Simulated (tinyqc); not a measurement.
What moves the results: periodic multilayer mirror for extreme ultraviolet light. A value that a table varies takes the place of the one given here.

s polarisation, vacuum above. q_j = sqrt(N_j^2 - sin^2 theta); interface r_jk = (q_j - q_k)/(q_j + q_k) exp(-2 (2 pi/lam)^2 q_j q_k sg^2) (Nevot-Croce; sg = 0 if not given); phase factor of a layer x_j = exp(4 pi i q_j d_j/lam). Each period has the spacer (thickness (1 - Gm) L) on top of the absorber (Gm L). In this recursion R is the amplitude; R in tables and results is the reflectance, its squared modulus. The substrate is of the spacer material. Starting with R = 0 in it, each interface upward gives R -> (r + R x)/(1 + r R x), x that of the layer below the interface (1 for the substrate).

Inputs chosen for the exercise (optical constants near those of Mo and Si at 13.5 nm; not measured data): lam = 13.5 nm (wavelength); dA = (0.0768, 0.00614) (delta and beta of the absorber, N = 1 - delta + i beta); dS = (0.0009, 0.00174) (delta and beta of the spacer and the substrate); L = 6.99 nm (period); Gm = 0.46 (absorber share of the period); theta = 0 degrees (angle from the normal); sg = 0.3 nm (interface roughness); Np = 60 (periods).

## Number of periods

The last column sets both beta to zero.

Reflectance:
```
periods      R  R without absorption
5        0.114                 0.128
10       0.328                 0.402
15       0.504                 0.653
20       0.612                 0.818
30       0.698                 0.956
40       0.719                 0.990
50       0.723                 0.998
60       0.724                 0.999
80       0.724                 1.000
100      0.724                 1.000
```

How do the results move?

R reaches 0.719 at 40 periods and 0.724 at 100; it stays within 0.01 of the last value from 40 periods on. Without absorption the last value is 1.000: absorption, not the count of layers, caps the mirror, and the roughness, which weakens each reflection, lowers that cap further.

## Wavelength

The optical constants are held fixed.

Reflectance:
```
lam (nm)      R
12.9      0.090
13.0      0.134
13.1      0.228
13.2      0.475
13.3      0.623
13.4      0.690
13.5      0.724
13.6      0.736
13.7      0.719
13.8      0.582
13.9      0.185
14.0      0.148
14.1      0.082
14.2      0.077
14.3      0.032
```

What can be read from the table?

The largest value listed is 0.736 at 13.6 nm, against lam_B = 2 L Re(mean q) = 13.479 nm; the peak lies on the long side, where the nodes of the standing wave fall in the absorber. R exceeds half of that from 13.2 to 13.8 nm of the wavelengths listed, at least 4.4 % of the wavelength; a chain of ten mirrors narrows it, since R^10 falls to half where R has lost only 7 %.

## Absorber share

For each Gm the period is set so that lam_B = 2 L Re(mean q) equals lam - 0.09 nm.

Results:
```
Gm    L (nm)      R
0.15   6.788  0.569
0.20   6.815  0.665
0.25   6.841  0.710
0.30   6.868  0.731
0.35   6.894  0.740
0.40   6.921  0.741
0.45   6.949  0.736
0.50   6.976  0.727
0.60   7.032  0.689
0.70   7.088  0.618
```

What does this show?

The largest value listed is 0.741 at 0.4. The contrast of a period goes as sin(pi Gm) and is largest at 0.5, while the loss grows with Gm; R is 0.727 at 0.5, 0.731 at 0.3 and 0.618 at 0.7. Absorption pulls the best share below 0.5.

## Angle of incidence

Results:
```
theta (degrees)  lam_B (nm)      R
0                    13.479  0.724
2                    13.470  0.726
4                    13.444  0.731
6                    13.400  0.736
8                    13.338  0.735
10                   13.259  0.710
12                   13.162  0.545
14                   13.047  0.237
16                   12.916  0.072
18                   12.767  0.054
20                   12.601  0.059
```

How do the results move?

lam_B = 2 L Re(mean q) falls with the angle, from 13.479 to 12.601 nm; the largest value listed is 0.736 at 6 degrees. R stays above 90 % of that value at 0, 2, 4, 6, 8 and 10 degrees, which bounds the cone of light that a mask or mirror with this period accepts.

## Tolerances

R of the mirror, and R^10 for a chain of ten such mirrors. Each row changes one parameter from the base and keeps the others.

Results:
```
case                         R    R^10
base                    0.7240  0.0396
L = 7.03 nm             0.7002  0.0283
Gm = 0.5                0.7236  0.0393
theta = 2 degrees       0.7259  0.0406
sg = 0.5 nm             0.7088  0.0320
dA = (0.0768, 0.00737)  0.6919  0.0251
lam = 13.55 nm          0.7329  0.0447
```

What can be read from the table?

The largest shifts from the base row, up to three for each result and ties (the steps differ in size, so this ranks the rows, not the parameters). R: dA -0.0321, L -0.0238, sg -0.0152. R^10: dA -0.0144, L -0.0112, sg -0.00756.

tinyqc: `OMP_NUM_THREADS=1 python tinyqc.py 1680142 1680143 out.jsonl`; about 0.01 s, one thread, shared Intel(R) Xeon(R) Processor @ 2.30GHz.
